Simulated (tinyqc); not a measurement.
Worked calculation: UHF in the 6-31g basis, for H4, spin multiplicity 3. This run ends on a higher stationary point, not on the lowest solution. One step of it, computed by the program tinyqc.

Task: Iteration 2: DIIS coefficients. Solve [B -1; -1 0][c; lambda] = [0; -1] for the coefficients, which sum to one.

B (overlaps of the stored error matrices):
```
               1              2
1  1.4482303e-01  2.3301040e-02
2  2.3301040e-02  4.1326971e-03
```

Give: DIIS coefficients.

Result:

DIIS coefficients: -0.1873  1.1873
